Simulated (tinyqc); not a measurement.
From a target wavelength to the width: optical transitions of a finite quantum well. Four cases, with inputs chosen for the exercise.

Problem. Which width puts the e1-hh1 edge, hc/(Eg + e1 + hh1), at the wavelength below?

Each carrier sees a square well of width L with its own depth V and masses m (inside), mb (outside); c = hbar^2/2m0, k = sqrt(m E/c), kappa = sqrt(mb (V - E)/c), and level n solves k L + 2 atan[(k/m)/(kappa/mb)] = n pi. The envelope is cos(kz) for odd n and sin(kz) for even n inside, joins exp(-kappa (|z| - L/2)) outside, and is normalised to 1. Excitons and band mixing are left out.

Constants: hbar^2/2m0 = 3.80998211 eV angstrom^2; hc = 1239.841984 eV nm.

Case 1.

Values chosen (near those of a GaAs well in AlGaAs; not measured data): Eg = 1.491 eV (gap of the well); Vc = 0.332 eV (conduction offset); Vv = 0.187 eV (valence offset); me = 0.0659 m0 (electron, well); meb = 0.101 m0 (electron, barrier); mh = 0.358 m0 (heavy hole along z, well); mhb = 0.398 m0 (heavy hole, barrier).

edge wavelength = 803.310 nm

Case 2.

Values chosen (near those of an InGaAs well in InAlAs; not measured data): Eg = 0.806 eV (gap of the well); Vc = 0.5 eV (conduction offset); Vv = 0.19 eV (valence offset); me = 0.0398 m0 (electron, well); meb = 0.0787 m0 (electron, barrier); mh = 0.382 m0 (heavy hole along z, well); mhb = 0.4 m0 (heavy hole, barrier).

edge wavelength = 1403.832 nm

Case 3.

Values chosen (near those of an InGaAs well in InAlAs; not measured data): Eg = 0.796 eV (gap of the well); Vc = 0.49 eV (conduction offset); Vv = 0.188 eV (valence offset); me = 0.0418 m0 (electron, well); meb = 0.0751 m0 (electron, barrier); mh = 0.366 m0 (heavy hole along z, well); mhb = 0.408 m0 (heavy hole, barrier).

edge wavelength = 1348.612 nm

Case 4.

Values chosen (near those of a GaAs well in AlGaAs; not measured data): Eg = 1.543 eV (gap of the well); Vc = 0.203 eV (conduction offset); Vv = 0.114 eV (valence offset); me = 0.0663 m0 (electron, well); meb = 0.0878 m0 (electron, barrier); mh = 0.354 m0 (heavy hole along z, well); mhb = 0.401 m0 (heavy hole, barrier).

edge wavelength = 793.795 nm

Find: e1 + hh1 needed; L; e1; hh1.

Solution. Both confinement energies fall steadily with L, so their sum meets the target once; bisection in L finds it.

Case 1.

e1 + hh1 needed = 52.4 meV
L = 84.0 angstrom
e1 = 41.9 meV
hh1 = 10.5 meV

Case 2.

e1 + hh1 needed = 77.2 meV
L = 81.0 angstrom
e1 = 66.5 meV
hh1 = 10.7 meV

Case 3.

e1 + hh1 needed = 123.3 meV
L = 57.0 angstrom
e1 = 104.0 meV
hh1 = 19.3 meV

Case 4.

e1 + hh1 needed = 18.9 meV
L = 153.0 angstrom
e1 = 15.4 meV
hh1 = 3.5 meV

Computed by tinyqc, one run a case: `OMP_NUM_THREADS=1 python tinyqc.py N N+1 out.jsonl` with N = 1280736, 1280747, 1280777, 1280782; one thread of a shared Intel(R) Xeon(R) Processor @ 2.30GHz, about 0.1 s a run at most.
